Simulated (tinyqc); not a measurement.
Configuration-coordinate model of carrier capture at a defect: one step. The two parabolas. Two cases, with inputs chosen for the exercise.

Task: Form S, k, dQ, the crossing point Qc = (ER - ET)/(k dQ), Eb, and the emission barrier Eb + ET.

Two parabolas of equal curvature k in one coordinate Q: with the carrier free at the band edge, U_f = k Q^2/2; with the carrier trapped, U_t = k (Q - dQ)^2/2 - ET. ER = k dQ^2/2, Huang-Rhys factor S = ER/hw, hw = 0.0646541 sqrt(k/M) eV for k in eV/angstrom^2 and M in u. The curves cross at a height Eb = (ER - ET)^2/(4 ER) above the free minimum.

Case 1.

Values chosen (of the size met at an oxide trap near a Si / SiO2 interface; shifted at random, so the results belong to these values and not to a real crystal): ET = 0.19 eV (thermal depth of the level below the band edge); ER = 0.92 eV (relaxation energy); hw = 0.034 eV (phonon energy of the mode); M = 70 u (mass of the mode).

Case 2.

Values chosen (of the size met at a deep level in Si; shifted at random, so the results belong to these values and not to a real crystal): ET = 0.46 eV (thermal depth of the level below the band edge); ER = 0.13 eV (relaxation energy); hw = 0.043 eV (phonon energy of the mode); M = 70 u (mass of the mode).

Give: S; k; dQ; Qc; barriers.

Result:

Case 1.

S = 27.059
k = 19.3581 eV/angstrom^2
dQ = 0.3083 angstrom
Qc = 0.1223 angstrom

barriers (eV): capture 0.1448, emission 0.3348

ER > ET: the crossing lies between the two minima (large relaxation); at Q = 0 the trapped level lies above the band edge.

Case 2.

S = 3.023
k = 30.9630 eV/angstrom^2
dQ = 0.0916 angstrom
Qc = -0.1163 angstrom

barriers (eV): capture 0.2094, emission 0.6694

ER < ET: the crossing lies on the far side of the free minimum (the inverted case), where tunnelling between vibrational states can matter much if Eb is well above hw.

Computed by tinyqc, one run a case: `OMP_NUM_THREADS=1 python tinyqc.py N N+1 out.jsonl` with N = 1452744, 1452777; one thread of a shared Intel(R) Xeon(R) Processor @ 2.30GHz, about 0.01 s a run at most.
